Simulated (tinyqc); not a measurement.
Scale length and length offset from two DIBL values.

Question. DIBL = exp(-Le/(2 l)) + 2 exp(-Le/l) with Le = L - dL. Find l, dL and the drawn length for a DIBL of 100 mV/V.

DIBL at drawn lengths 51 and 95 nm (mV/V): [101.36643, 9.1065616]

Solution. With e = exp(-Le/(2 l)), 2 e^2 + e = DIBL gives e and so Le/l at each length; Le/l is a straight line in L with slope 1/l.

l = 9.70 nm
dL = 3.50 nm
length for 100 mV/V = 51.2 nm

Program tinyqc, `OMP_NUM_THREADS=1 python tinyqc.py 2002185 2002186 out.jsonl`; Intel Xeon 2.30GHz, shared host, one thread, about 0.01 s.
